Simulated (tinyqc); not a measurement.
# Power transistor in saturation, electro-thermal loop: two studies

One temperature T for the device, T = T0 + Rth P(T), with P(T) = V I0 (T/300 K)^(-al) [1 + kv (T - 300 K)/Vov]^2. The loop gain is Rth dP/dT; a solution is thermally stable when it is below one.

Inputs (values chosen for the exercise):
```
symbol,value,unit,meaning
T0,300,K,ambient temperature
V,48,V,drain voltage
I0,0.068,A,saturation current at 300 K
al,1.5,,exponent of the mobility
Vov,1.3,V,overdrive at 300 K
kv,3.3,mV/K,fall of the threshold with temperature
Rth,47,K/W,thermal resistance
```

Each table varies one quantity; the others keep the values above.

## Effect of the exponent of the mobility

P'(T) = P [-al/T + 2 kv/(Vov + kv (T - 300 K))], G = Rth P'. T is the lowest solution.

Results:
```
al    T (K)   P (W)          G
0.8  554.11  5.4067    0.41736
1.1  498.45  4.2224    0.23205
1.7  446.85  3.1245  -0.015582
2    431.88  2.8060   -0.10911
2.3  420.36  2.5608   -0.19049
```

Estimate the missing row, al = 1.4.

Computed row:
```
al    T (K)   P (W)         G
1.4  467.44  3.5625  0.095041
```

With this row back in the table: As al goes from 0.8 to 2.3, T falls from 554.1 to 420.4 K, the power falls from 5.41 to 2.56 W and the loop gain falls from 0.417 to -0.190. The gain changes sign between al = 1.4 and 1.7, where the fall of the threshold and that of the mobility balance. At al = 0.8 T passes 525 K, beyond usual operating limits.

## Effect of the thermal resistance

Same model as above.

Effect of the thermal resistance:
```
Rth (K/W)  T (K)  P (W)        G
15.7       351.7  3.291  0.01151
18.9       362.3  3.299  0.01518
22.8       375.5  3.310  0.02005
27.5       391.4  3.325  0.02637
33.2       411.0  3.344  0.03456
40         434.8  3.370  0.04485
48.2       464.1  3.404  0.05774
58.2       500.7  3.449  0.07379
70.1       545.9  3.508  0.09296
84.6       603.3  3.585   0.1159
```

As Rth goes from 15.7 to 84.6 K/W, T rises from 351.7 to 603.3 K, the power rises from 3.29 to 3.59 W and the loop gain rises from 0.0115 to 0.116. For Rth = 70.1 to 84.6 K/W T passes 525 K, beyond usual operating limits.

Computed by the program tinyqc: `OMP_NUM_THREADS=1 python tinyqc.py 2520144 2520145 out.jsonl`, one thread of a shared Intel Xeon 2.30GHz, about 0.01 s for the whole run.
